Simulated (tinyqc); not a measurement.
# Elastic strain and critical thickness of a cubic alloy layer A(1-x)B(x) on a thick substrate, step by step

A worked calculation. Computed by tinyqc, a small Python program that keeps every step. Command: `OMP_NUM_THREADS=1 python tinyqc.py 3022299 3022300 out.jsonl misfit walk`. One thread of a shared host (Intel(R) Xeon(R) Processor @ 2.30GHz), about 0.01 s of CPU time with the checks. Intermediate numbers are printed to about 7 digits and carried at full precision; extremes and crossings named in words are read from the listed rows.

Strain is positive in tension. The layer is coherent with the substrate unless said otherwise.

Inputs (values chosen for the exercise, modelled on Si(1-x)Ge(x) on Si): fraction x of B = 0.2; lattice constant a_A = 5.431 angstrom; lattice constant a_B = 5.658 angstrom; substrate lattice constant a_S = 5.431 angstrom; layer thickness h = 180 nm; biaxial modulus of the substrate M_S = 166 GPa; substrate thickness t_S = 200 micrometre; wafer diameter W = 300 mm; X-ray wavelength = 1.540593 angstrom; start of the iteration h0/b = 1000.

Growth plane: (111). Layer: buried under a thick cap. Misfit dislocation: 60-degree.

C11, C12, C44 of A (GPa): [164.1, 65, 79.99]

C11, C12, C44 of B (GPa): [126.9, 48.24, 66.28]

## Alloy by Vegard's rule, and misfit

a = (1 - x) a_A + x a_B, the same rule for each C_ij; misfit f = (a_S - a)/a, the in-plane strain of the coherent layer.

free lattice constant a = 5.4764 angstrom

elastic constants (GPa): C11 156.660, C12 61.648, C44 77.248

misfit f = -0.008290118

The layer is compressed in the plane by 0.83 %.

## Biaxial strain, stress and energy

(111): D = 2 (C11 + 2 C12 - 2 C44)/(C11 + 2 C12 + 4 C44), M = 6 C44 (C11 + 2 C12)/(C11 + 2 C12 + 4 C44). The free surface carries no normal stress, so e_perp = -D f; dV/V = 2 f + e_perp; stress = M f; energy per area = M f^2 h (1 GPa nm = 1 J/m^2).

ratio D = 0.4260478

normal strain e_perp = 0.003531986

volume strain dV/V = -0.01304825

biaxial modulus M = 220.3187 GPa

in-plane stress = -1.826468 GPa

strain energy per area = 2.725494 J/m^2

## Symmetric X-ray reflection

Reflection 111: d = a_perp/sqrt(3), with a_perp = a (1 + e_perp) for the coherent layer, a for the relaxed layer and a_S for the substrate; sin(theta) = lambda/(2 d).

Bragg angles:
```
crystal         a_perp (angstrom)  theta (degrees)  from substrate (arcsec)
substrate                5.431000         14.22098                   0.0000
coherent layer           5.495743         14.04999                -615.5748
relaxed layer            5.476400         14.10064                -433.2377
```

peak separation of the coherent layer = -615.5748 arcsec

The coherent layer lies 1.42 times as far from the substrate peak as a relaxed one, about 1 + D = 1.43: reading its peak as relaxed would overstate the mismatch by that factor.

## Isotropic constants and the prefactor A

Voigt averages: G = (C11 - C12 + 3 C44)/5, B = (C11 + 2 C12)/3, nu = (3 B - 2 G)/(2 (3 B + G)); b = a/sqrt(2). The 60-degree dislocation has cos alpha = 1/2, and cos lambda = sqrt(3)/6 on (111), for glide on an inclined {111} plane. Matthews-Blakeslee: h_c = A [ln(h_c/b) + 1], A = b (1 - nu cos^2 alpha)/(4 pi |f| (1 + nu) cos lambda), the factor 4 pi being that of a buried layer, with a dislocation at both interfaces.

shear modulus G = 65.3512 GPa

Poisson ratio nu = 0.2161171

Burgers vector b = 0.3872400 nm

prefactor A = 10.01619 nm

## Critical thickness by fixed-point iteration

Start at h0, put the right side back in, and stop when the change is below 1e-9 h or h turns negative.

Iteration:
```
step  h in (nm)  h out (nm)    change (nm)
1      387.2400    79.20557  -3.080344e+02
2       79.2056    63.30990  -1.589567e+01
3       63.3099    61.06623  -2.243676e+00
4       61.0662    60.70481  -3.614121e-01
5       60.7048    60.64536  -5.945556e-02
6       60.6454    60.63554  -9.814871e-03
7       60.6355    60.63392  -1.621156e-03
8       60.6339    60.63366  -2.677970e-04
9       60.6337    60.63361  -4.423780e-05
10      60.6336    60.63360  -7.307730e-06
11      60.6336    60.63360  -1.207179e-06
12      60.6336    60.63360  -1.994163e-07
13      60.6336    60.63360  -3.294200e-08
```

critical thickness h_c (Matthews-Blakeslee) = 60.63360 nm

Converged; near the root each step shrinks the error by A/h_c = 0.165. h_c is 156.6 Burgers vectors.

## Equilibrium strain at the thickness h

For h > h_c the same force balance gives the strain left, |e| = |f| A [ln(h/b) + 1]/h, and below h_c e = f; relaxation = 1 - e/f; dislocations per length across each line direction = (|f| - |e|)/(b cos lambda), times 2/3 for the three line sets on (111).

strain left e = -0.003294506

relaxation = 60.25984 %

dislocation line density = 29.79256 1/micrometre

h is 2.97 h_c: in equilibrium dislocations lie 33.6 nm apart; slow nucleation and glide can keep a real layer more strained.

## Wafer curvature of the coherent layer

Stoney: curvature = 6 |stress| h/(M_S t_S^2); radius = 1/curvature; bow = curvature W^2/8.

curvature = 0.2970761 1/m

radius of curvature = 3.366141 m

bow = 3342.106 micrometre

Caution: M_S is near the value for a (001) wafer; a (111) wafer is stiffer and bends less. Caution: the curvature assumes a coherent layer, but h exceeds h_c. Caution: a bow above a fifth of the wafer thickness is beyond Stoney's small-deflection limit.

## Force balance against energy balance

People-Bean: h_c = P ln(h_c/b), P = (1 - nu)/(1 + nu) b^2/(16 pi sqrt(2) a f^2). The misfit is scaled by 0.25, 0.4, 0.6, 1, 1.5, 2.2 at fixed a, b and nu; the upper root is taken, and rows with A < 1.3 b or P < 3 b, where the roots shrink to the core size or vanish, are left out.

Critical thickness:
```
|f| (%)   Matthews-Blakeslee (nm)  People-Bean (nm)     ratio
0.207253                 307.5973          5529.852  17.97757
0.331605                 178.6410          1921.410  10.75571
0.497407                 111.1769           761.017   6.84510
0.829012                  60.6336           230.874   3.80769
1.243518                  37.1515            86.927   2.33979
1.823826                  23.1836            33.233   1.43347
```

The exponents d ln h_c/d ln f are -1.16 and -2.25 between the first rows, steeper than the -1 and -2 of the prefactors because of the logarithm. The ratio falls from 18.0 to 1.43 as the misfit grows. Where People-Bean lies above, a layer between the lines is metastable: dislocations would lower the energy but have to be nucleated. People-Bean has no form for a buried layer.

Checks made by the program: D and M against the full stiffness tensor (relative difference below 1e-10); h_c against the Lambert function, -A W_(-1)(-b/(A e)) (relative difference 1e-10).
